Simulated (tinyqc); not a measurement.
Density of surface states from the Kelvin-probe reading.

Problem. n-type bulk, xi = Ec - EF = Vt ln(Nc/Nd), p0 = ni^2/Nd, ni = sqrt(Nc Nv) exp(-Eg/(2 Vt)), Eg in volts. b is the upward band bending, u = b/Vt. Space charge per area, in units of q: Qc = sign(b) sqrt((2 eps0 eps_r Vt/q) [(Nd + dn)(exp(-u) - 1) + Nd u + (p0 + dn)(exp(u) - 1)]), with dn the excess density under light (flat quasi-Fermi levels; 0 in the dark). The states hold -Ds (E0 - xi - b): negative while the Fermi level lies above the neutrality level. Neutrality: Qc + Qf + (charge of the states) = 0. Work function chi + xi + b; contact potential difference CPD = (work function of the sample) - pt. Find b, Qc and Ds.

Values chosen for this exercise; band and dielectric values close to those of gallium arsenide: temperature T = 300 K; band gap Eg = 1.44 eV; relative permittivity eps_r = 12.7; conduction-band density of states at T Nc = 4.45e17 cm^-3; valence-band density of states at T Nv = 8.95e18 cm^-3; electron affinity chi = 4.1 eV; donor density Nd = 2.2e15 cm^-3; fixed positive charge at the surface Qf = 1.1e11 cm^-2; work function of the probe tip pt = 5.04 eV; depth of their neutrality level below the conduction edge E0 = 0.5 eV.

Constants: q = 1.602176634e-19 C, kB = 1.380649e-23 J/K, Vt = kB T/q, eps0 = 8.8541878128e-14 F/cm where lengths are in cm. Results are converted to the units shown.

CPD = -468.06170 mV

Solution. The CPD gives b, b gives Qc, and neutrality gives Ds.

b = 0.335 V
Qc = 9.77e10 cm^-2
Ds = 7.40e12 cm^-2 eV^-1

Program tinyqc, `OMP_NUM_THREADS=1 python tinyqc.py 2430114 2430115 out.jsonl`; Intel Xeon 2.30GHz, shared host, one thread, about 0.01 s.
